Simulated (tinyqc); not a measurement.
Inside a calculation. Method: Hueckel theory of the pi electrons, for the molecule C1=CC2=CC=CC2=C1 (SMILES; centres numbered as the heavy atoms are written). One step of it, computed by the program tinyqc.

Task: Energy, charges, bond orders. E = sum n x; q_r = z_r - P_rr; bond order p = P_rs; free valence = sqrt(3) - sum of p over the bonds of the atom.

x values: 2.342923  1.414214  1.000000  0.470683  0.000000  -1.414214  -1.813607  -2.000000

occupations: 2.000000  2.000000  2.000000  2.000000  0.000000  0.000000  0.000000  0.000000

charge and bond-order matrix P, lower triangle:
```
           1C         2C         3C         4C         5C        6C        7C        8C
1C   1.173210
2C   0.649887   0.814617
3C  -0.210643   0.524345   1.197556
4C  -0.057220   0.314617   0.524345   0.814617
5C   0.173210  -0.057220  -0.210643   0.649887   1.173210
6C  -0.057220  -0.352050  -0.142321   0.147950   0.649887  0.814617
7C  -0.210643  -0.142321   0.530889  -0.142321  -0.210643  0.524345  1.197556
8C   0.649887   0.147950  -0.142321  -0.352050  -0.057220  0.314617  0.524345  0.814617
```

Centres:
```
centre  z_r, pi electrons of the neutral centre         h
1C                                            1  0.000000
2C                                            1  0.000000
3C                                            1  0.000000
4C                                            1  0.000000
5C                                            1  0.000000
6C                                            1  0.000000
7C                                            1  0.000000
8C                                            1  0.000000
```

Bonds:
```
i  j  k
1  2  1
2  3  1
3  4  1
4  5  1
5  6  1
6  7  1
7  8  1
8  1  1
7  3  1
```

Give: pi energy = 8 alpha + this times beta; pi charges; Bond orders and lengths from R = 1.517 - 0.180 p; free valence of the carbons; gap between the highest filled and the next level.

Result:

pi energy = 8 alpha + this times beta = 10.456

pi charges: 1C -0.173, 2C 0.185, 3C -0.198, 4C 0.185, 5C -0.173, 6C 0.185, 7C -0.198, 8C 0.185

Bond orders and lengths from R = 1.517 - 0.180 p (angstrom, C-C alone):
```
bond      p      R
1-2   0.650  1.400
2-3   0.524  1.423
3-4   0.524  1.423
4-5   0.650  1.400
5-6   0.650  1.400
6-7   0.524  1.423
7-8   0.524  1.423
8-1   0.650  1.400
7-3   0.531  1.421
```

free valence of the carbons: 1C 0.432, 2C 0.558, 3C 0.152, 4C 0.558, 5C 0.432, 6C 0.558, 7C 0.152, 8C 0.558

gap between the highest filled and the next level = 0.471 |beta|
